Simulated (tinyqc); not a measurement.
The size of the error: propagation of a band-gap error through k.p and effective-mass formulas.

Chain, for a gap E (the reference Eg or another value), with Ep and Dso kept: 1/me = 1 + Ep (E + 2 Dso/3)/(E (E + Dso)); g* = 2 - 2 Ep Dso/(3 E (E + Dso)); g1(E) = g1 + (Ep/3)(1/E - 1/Eg), g2(E) = g2 + (Ep/6)(1/E - 1/Eg), light hole 1/(g1 + 2 g2), heavy hole 1/(g1 - 2 g2) along [100]; optical constant ei(E) = 1 + (ei - 1)(EP/(EP + E - Eg))^2, static e0(E) = ei(E) + e0 - ei.

Donor: R = Ry me/e0^2, a_B = a0 e0/me, Mott density (0.26/a_B)^3. Nc, Nv = 2 (m kT/(4 pi c))^(3/2), c = hbar^2/2m0, ni = sqrt(Nc Nv) exp(-E/2kT). Exciton: Ry mu/e0^2 with 1/mu = 1/me + g1(E). 1 angstrom^-3 = 1e24 cm^-3.

Constants: Ry = 13.60569312 eV; a0 (Bohr radius) = 0.5291772105 angstrom; kB = 8.617333262e-05 eV/K; hbar^2/2m0 = 3.80998211 eV angstrom^2.

Inputs chosen for the exercise (reference values near those of InSb, gap at low temperature; shifted at random, so the results belong to these values and not to a real crystal): Eg = 0.235 eV (gap at Gamma to the s-like level); Dso = 0.819 eV (spin-orbit splitting); Ep = 22.9 eV (Kane energy); g1 = 34.67 (Luttinger gamma1); g2 = 15.44 (gamma2); e0 = 17.11 (static dielectric constant); ei = 15.83 (optical dielectric constant); EP = 3.75 eV (mean (Penn) gap); mh = 0.47 m0 (density-of-states mass of the holes); T = 77 K (temperature).

E = f Eg; ratios against f = 1.

Results:
```
f,E (eV),me ratio,light-hole ratio,e0 ratio,donor ratio,Mott ratio,g*,log10 ni ratio
0.25,0.059,0.272,0.252,1.088,0.230,0.0156,-240.465,5.34
0.40,0.094,0.426,0.402,1.069,0.373,0.0634,-143.690,4.34
0.60,0.141,0.624,0.602,1.045,0.572,0.213,-90.371,2.92
0.80,0.188,0.815,0.801,1.022,0.780,0.508,-64.045,1.47
1.00,0.235,1.000,1.000,1.000,1.000,1.00,-48.480,0.00
1.20,0.282,1.179,1.198,0.979,1.231,1.75,-38.271,-1.48
1.50,0.352,1.440,1.493,0.948,1.602,3.51,-28.278,-3.73
2.00,0.470,1.858,1.982,0.901,2.290,8.77,-18.638,-7.49
```

What can be read from this table?

Between f = 0.8 and 1.2 the mean powers d ln(ratio)/d ln f are 0.91 for me, 0.99 for the light hole, -0.11 for e0, 1.12 for the donor energy and 3.05 for the Mott density; ni moves by -3.14 decades per 0.1 eV, against -0.1 eV/(2 kT ln 10) = -3.27 from the exponential alone, the rest coming from Nc through me^(3/4). g* keeps its sign, from -240.47 to -18.64.

tinyqc: `OMP_NUM_THREADS=1 python tinyqc.py 1850669 1850670 out.jsonl`; about 0.01 s, one thread, shared Intel(R) Xeon(R) Processor @ 2.30GHz.
